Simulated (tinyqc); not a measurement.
Esaki diode in forward bias, two-band WKB: two steps of the calculation.

Abrupt p-n junction, depletion approximation. Energies E are counted from the conduction-band edge of the neutral n side; its Fermi level lies at dn, that of the p side at dn - V, and the valence-band edge of the neutral p side at Em = dn + dp - V. Tunnelling needs 0 < E < Em. Two-band dispersion with equal masses m: inside the gap kappa = sqrt(m u (1 - u/Eg)/C), u the distance from a band edge, C = hbar^2/(2 m0).

Parameters, values chosen for the exercise; band and dielectric values close to those of In0.53Ga0.47As:
```
symbol,value,unit,meaning
T,200,K,temperature
Eg,0.742,eV,band gap
eps_r,13.7,,relative permittivity
m,0.039,m0,band-edge mass of the two-band model
Na,2e19,cm^-3,acceptor density
Nd,1.2e19,cm^-3,donor density
V,0.084,V,bias of the p side
nE,13,,points of the energy grid
```

Constants: q = 1.602176634e-19 C, kB = 1.380649e-23 J/K, hbar = 1.054571817e-34 J s, h = 6.62607015e-34 J s, m0 = 9.1093837015e-31 kg, Vt = kB T/q, eps0 = 8.8541878128e-14 F/cm where lengths are in cm, hbar^2/(2 m0) = 0.0380998212 eV nm^2. Results are converted to the units shown.

Task 1. Width, field and exponent. W = sqrt(2 eps0 eps_r (Vbi - V)(1/Na + 1/Nd)/q), mean field F = (Vbi - V)/W, peak field 2 F. In a uniform field F the exponent is S = pi sqrt(m/C) Eg^1.5/(4 F). Transverse energy Et = C kt^2/m raises it to S (1 + 4 Et/Eg), so T = exp(-S) exp(-Et/Eb) with Eb = Eg/(4 S). KJ = (2 q^2/h) m/(4 pi C) (times 1e14 for A/cm^2 per eV^2).

Vbi = 1.2598129 V

Find: W; mean field; S; exp(-S); Eb; tunnelling length Eg/F.

Result 1.

W = 15.41 nm
mean field = 0.7631 MV/cm
S = 6.655
exp(-S) = 0.001287
Eb = 27.87 meV
tunnelling length Eg/F = 9.723 nm

Task 2. Current density on a coarse grid. J = KJ exp(-S) Eb times the integral from 0 to Em of [f(E - dn) - f(E - dn + V)] [1 - exp(-min(E, Em - E)/Eb)] dE, f(x) = 1/(1 + exp(x/Vt)), with S and Eb from the mean field; J > 0 flows from p to n. Simpson's rule on nE equally spaced points from 0 to Em.

dn = 0.46400035 eV
dp = 0.053812539 eV
S = 6.6552027
Eb = 27.872930 meV

Give: E; difference of the f; transverse factor; integral; KJ; J.

Result 2.

```
point  E (eV)  difference of the f  transverse factor
0      0.0000               0.0000             0.0000
1      0.0362               0.0000             0.7266
2      0.0723               0.0000             0.9253
3      0.1085               0.0000             0.9796
4      0.1446               0.0000             0.9944
5      0.1808               0.0000             0.9985
6      0.2169               0.0001             0.9996
7      0.2531               0.0006             0.9985
8      0.2892               0.0051             0.9944
9      0.3254               0.0400             0.9796
10     0.3615               0.2523             0.9253
11     0.3977               0.7150             0.7266
12     0.4338               0.8100             0.0000
```

integral = 0.03271 eV
KJ = 6.311e8 A/(cm^2 eV^2)
J = 740.8 A/cm^2

Range of the model: Parabolic densities of states, no band tails and no gap narrowing, all of which matter at such doping.

Numbers from tinyqc (`OMP_NUM_THREADS=1 python tinyqc.py 2620154 2620155 out.jsonl`; about 0.01 s on one thread of a shared Intel Xeon 2.30GHz).
